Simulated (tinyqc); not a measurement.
Bulk transistor, scale length and short-channel effects: one step of the calculation.

A gate, an insulator of thickness ti and a depleted layer of depth ts on a conducting body. Below threshold the potential that source and drain add obeys Laplace's equation and vanishes on the gate and at the bottom of the depleted layer. Its lowest mode decays along the channel as exp(-k y); k is the smallest positive root of the matching condition at the interface, and the scale length is Lambda = pi/k.

Task. Scan of the matching condition. f(k) = eps_r sin(k ti) cos(k ts) + ei cos(k ti) sin(k ts).

Inputs (values chosen for the exercise); permittivities: semiconductor made up, insulator close to that of aluminium oxide: relative permittivity of the semiconductor eps_r = 12.5; relative permittivity of the insulator ei = 8.59; insulator thickness ti = 3 nm; depletion depth ts = 29 nm.

| point | k (1/nm) |
|---|---|
| 0 | 0.0175 |
| 1 | 0.035 |
| 2 | 0.0525 |
| 3 | 0.07 |
| 4 | 0.0875 |
| 5 | 0.105 |
| 6 | 0.1225 |
| 7 | 0.14 |

Give: f(k).

Result.

| point | f(k) |
|---|---|
| 0 | 4.7422 |
| 1 | 7.9481 |
| 2 | 8.5684 |
| 3 | 6.3760 |
| 4 | 2.0425 |
| 5 | -3.0670 |
| 6 | -7.3193 |
| 7 | -9.3270 |

The first change of sign lies between k = 0.0875 and 0.105 1/nm.

Computed by the program tinyqc: `OMP_NUM_THREADS=1 python tinyqc.py 2420172 2420173 out.jsonl`, one thread of a shared Intel Xeon 2.30GHz, about 0.01 s for the whole run.
